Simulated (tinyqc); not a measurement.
Deep trap from a strong local potential in a two-band host (Koster-Slater model with semi-elliptic bands). Convergence with the number of levels. Computed by tinyqc, a small Python program. Command: `OMP_NUM_THREADS=1 python tinyqc.py 3009222 3009223 out.jsonl deeptrap sweep`. One thread of a shared host (Intel(R) Xeon(R) Processor @ 2.30GHz), about 0.01 s of CPU time with the checks.

The valence band spans -2 W_v to 0 and the conduction band E_g to E_g + 2 W_c. The orbital at the impurity site has weight f_v in the valence band and 1 - f_v in the conduction band, each spread as a semi-ellipse (2/(pi W^2)) sqrt(W^2 - x^2) about the band centre. The impurity adds U to this orbital. Spin is left out.

Inputs (values chosen for the exercise, with a gap close to that of 4H-SiC):
```
quantity                                value  unit
gap E_g                                  3.19    eV
half-width of the valence band W_v        2.7    eV
half-width of the conduction band W_c     5.8    eV
valence weight f_v of the site orbital   0.49     -
impurity potential U                    -28.7    eV
```

Impurity: attractive, donor-like.

Method:
- In the gap G(E) = f_v (2/W_v^2)[x - sqrt(x^2 - W_v^2)] - (1 - f_v)(2/W_c^2)[y - sqrt(y^2 - W_c^2)], x = E + W_v, y = E_g + W_c - E.
- The trap level solves G(E) = 1/U (bisection). With D = -dG/dE = D_v + D_c, D_v = f_v (2/W_v^2)[x/sqrt(x^2 - W_v^2) - 1] and D_c = (1 - f_v)(2/W_c^2)[y/sqrt(y^2 - W_c^2) - 1], the weight on the impurity orbital is 1/(U^2 D) and the conduction-band character is D_c/D.
- Each band is replaced by n levels e_k = centre + W cos(k pi/(n + 1)) with weights w_k = f (2/(n + 1)) sin^2(k pi/(n + 1)), k = 1..n (valence first); H_kl = e_k delta_kl + U sqrt(w_k w_l).
- Diagonalise H (2n rows). The trap level, between the highest valence and the lowest conduction e_k, is number n + 1 from below for an attractive impurity and number n for a repulsive one.

One run for each value:
```
levels per band n  trap level of the matrix (eV)  trap level E_t (eV)
1                                          4.181                2.897
2                                          3.296                2.897
3                                          3.056                2.897
4                                          2.968                2.897
6                                          2.914                2.897
8                                          2.902                2.897
12                                         2.898                2.897
20                                         2.897                2.897
```

Over the rows, trap level of the matrix (eV) falls from 4.18 to 2.90 (exponent d ln y / d ln x -0.34 between the first rows and -2.3e-4 between the last). The error falls from 1.28 eV to about 2e-06 eV or less; the quadrature converges exponentially for energies away from the bands, faster the deeper the level.

Extremes, crossings and ranges named in words are read from the listed rows.
